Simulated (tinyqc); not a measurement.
Inside a calculation. Model: hole mobility in a silicon inversion layer, empirical terms and Matthiessen rule.

tinyqc, about 0.01 s, one thread, Intel Xeon 2.30GHz (shared host): `OMP_NUM_THREADS=1 python tinyqc.py 2510094 2510095 out.jsonl` Printed values are rounded.

Inversion layer of sheet density Ns on a uniformly doped body. The mobility terms are empirical power laws with prefactors chosen for the exercise; adding their inverses (Matthiessen) is itself an approximation.

Values chosen for this exercise; material values close to those of silicon:
```
symbol    value        unit                                                meaning
T           325           K                                            temperature
Eg         1.11          eV                                               band gap
eps_r      11.8                         relative permittivity of the semiconductor
Nc      3.18e19       cm^-3                 conduction-band density of states at T
Nv      3.03e19       cm^-3                    valence-band density of states at T
Nb       2.1e18       cm^-3                                            body doping
Vsb         0.6           V                                      reverse body bias
eta      0.3333              weight of the inversion charge in the effective field
Cox        1.94     uF/cm^2                                       gate capacitance
Ap          134  cm^2/(V s)           phonon-limited mobility at 1 MV/cm and 300 K
As          524  cm^2/(V s)                  roughness-limited mobility at 1 MV/cm
gs            1                                     exponent of the roughness term
Ac         2100  cm^2/(V s)                                      Coulomb prefactor
Nit      9.2e11       cm^-2                                charge at the interface
Ns         9e11       cm^-2                                      inversion density
WL            5                                                          ratio W/L
Vd         0.02           V                                          drain voltage
I         0.566          uA                                measured linear current
```

Constants: q = 1.602176634e-19 C, kB = 1.380649e-23 J/K, Vt = kB T/q, eps0 = 8.8541878128e-14 F/cm where lengths are in cm. Results are converted to the units shown.

## Depletion charge and effective field

ni = sqrt(Nc Nv) exp(-Eg/(2 Vt)), Eg in volts; Ndep = sqrt(2 eps0 eps_r Nb (2 Vt ln(Nb/ni) + Vsb)/q); E = q (Ndep + eta Ns)/(eps0 eps_r), in MV/cm.

ni = 7.683241e10 cm^-3
Ndep = 6.534720e12 cm^-2
E = 1.048090 MV/cm

The depletion charge gives 95.6 % of the field.

## Mobility terms and their sum

With t = T/(300 K): muC = Ac (Ns/1e12 cm^-2) t/(Nb/1e17 cm^-3 + Nit/1e11 cm^-2), muP = Ap E^(-1/3) t^(-1.75), muS = As E^(-gs); 1/mu is the sum of the inverses.

terms (cm^2/(V s)): Coulomb 67.79801, phonon 114.6758, roughness 499.9572
mu = 39.26172 cm^2/(V s)
shares of 1/mu (%): Coulomb 57.90983, phonon 34.23715, roughness 7.853016

The Coulomb term limits most.

## Iteration 1: inversion density for the measured current

Ns at the start = 4.5e11 cm^-2

I = (W/L) q Ns mu Vd. E = q (Ndep + eta Ns)/(eps0 eps_r) in MV/cm. With t = T/(300 K): muC = Ac (Ns/1e12 cm^-2) t/(Nb/1e17 cm^-3 + Nit/1e11 cm^-2), muP = Ap E^(-1/3) t^(-1.75), muS = As E^(-gs); 1/mu is the sum of the inverses. Ns(new) = I/((W/L) q mu Vd).

E = 1.025090 MV/cm
mu = 24.93042 cm^2/(V s)
Ns after iteration 1 = 1.417022e12 cm^-2

## Iteration 2: inversion density for the measured current

As before.

E = 1.074515 MV/cm
mu = 49.47662 cm^2/(V s)
Ns after iteration 2 = 7.140128e11 cm^-2

## Course of the iteration: inversion density for the measured current

Stop when Ns changes by less than 1e5 cm^-2, or after 120 iterations.

Course of the iteration:
```
iteration	Ns (cm^-2)	|change| (cm^-2)
1	1.417022e12	9.67e11
2	7.140128e11	7.03e11
3	1.033933e12	3.20e11
4	8.334148e11	2.01e11
5	9.408476e11	1.07e11
6	8.775038e11	6.33e10
7	9.129489e11	3.54e10
8	8.924998e11	2.04e10
9	9.040963e11	1.16e10
...	...	...
22	8.998576e11	7.91e6
23	8.998621e11	4.52e6
24	8.998596e11	2.58e6
25	8.998610e11	1.47e6
26	8.998602e11	8.40e5
27	8.998607e11	4.79e5
28	8.998604e11	2.73e5
29	8.998606e11	1.56e5
30	8.998605e11	8.90e4
```

Converged in 30 iterations. At the end each change is about 0.57 times the one before, with alternating sign: linear convergence.

## Split C-V extraction

```
point	Vg (V)	Cgc (uF/cm^2)	I (uA)
0	0.1	0.002435927	4.231330e-7
1	0.2	0.03131516	7.059031e-5
2	0.3	0.3421189	0.009411406
3	0.4	1.428682	0.3169321
4	0.5	1.888216	1.464539
5	0.6	1.935932	2.955643
6	0.7	1.939688	4.489409
7	0.8	1.939976	5.998130
8	0.9	1.939998	7.463610
9	1	1.940000	8.880771
10	1.1	1.940000	10.24917
11	1.2	1.940000	11.57022
12	1.3	1.940000	12.84608
```

Q(Vg) is the trapezoid sum of Cgc from the first point (where Q is taken as 0); mu_eff = I/((W/L) Q Vd); mu_FE = (dI/dVg)/((W/L) Cox Vd) with a backward difference. Listed from point 4 on.

```
point	Q (uC/cm^2)	mu_eff (cm^2/(V s))	mu_FE (cm^2/(V s))
4	0.2747442	53.30554	59.15500
5	0.4659516	63.43241	76.86105
6	0.6597326	68.04893	79.06010
7	0.8537158	70.25910	77.76912
8	1.047714	71.23706	75.54021
9	1.241714	71.52023	73.04949
10	1.435714	71.38725	70.53609
11	1.629714	70.99541	68.09552
12	1.823714	70.43912	65.76596
```

At the last point mu_FE is 6.6 % below mu_eff: where the mobility falls with gate voltage the slope of I understates it.
